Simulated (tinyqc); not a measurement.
Worked calculation: extended Hueckel theory, for H6. One step of it, computed by the program tinyqc.

Task: Orbitals. Solve H C = S C e through S^(-1/2); fill by pairs from the bottom, a degenerate level sharing its electrons equally; each orbital has its largest coefficient positive (the first on a tie).

H (eV):
```
            1H 1s       2H 1s       3H 1s       4H 1s       5H 1s       6H 1s
1H 1s  -13.600000  -15.081230   -3.452445   -0.945502   -0.124686   -0.025516
2H 1s  -15.081230  -13.600000  -10.474194   -3.458120   -0.536670   -0.124686
3H 1s   -3.452445  -10.474194  -13.600000  -15.097426   -3.458120   -0.945502
4H 1s   -0.945502   -3.458120  -15.097426  -13.600000  -10.474194   -3.452445
5H 1s   -0.124686   -0.536670   -3.458120  -10.474194  -13.600000  -15.081230
6H 1s   -0.025516   -0.124686   -0.945502   -3.452445  -15.081230  -13.600000
```

overlap S:
```
          1H 1s     2H 1s     3H 1s     4H 1s     5H 1s     6H 1s
1H 1s  1.000000  0.633665  0.145061  0.039727  0.005239  0.001072
2H 1s  0.633665  1.000000  0.440092  0.145299  0.022549  0.005239
3H 1s  0.145061  0.440092  1.000000  0.634346  0.145299  0.039727
4H 1s  0.039727  0.145299  0.634346  1.000000  0.440092  0.145061
5H 1s  0.005239  0.022549  0.145299  0.440092  1.000000  0.633665
6H 1s  0.001072  0.005239  0.039727  0.145061  0.633665  1.000000
```

valence electrons = 6

Give: orbital energies; occupations; coefficients; sum of one-electron energies.

Result:

orbital energies (eV): -19.186  -17.721  -14.886  -2.009  9.883  28.221

occupations: 2.000  2.000  2.000  0.000  0.000  0.000

coefficients:
```
         MO1     MO2     MO3     MO4     MO5     MO6
1H 1s  0.195   0.372   0.443   0.672  -0.796   0.537
2H 1s  0.272   0.382   0.225  -0.461   0.960  -0.889
3H 1s  0.338   0.116  -0.436  -0.636  -0.311   1.213
4H 1s  0.338  -0.116  -0.436   0.636  -0.311  -1.213
5H 1s  0.272  -0.382   0.225   0.461   0.960   0.889
6H 1s  0.195  -0.372   0.443  -0.672  -0.796  -0.537
```

sum of one-electron energies = -103.587 eV
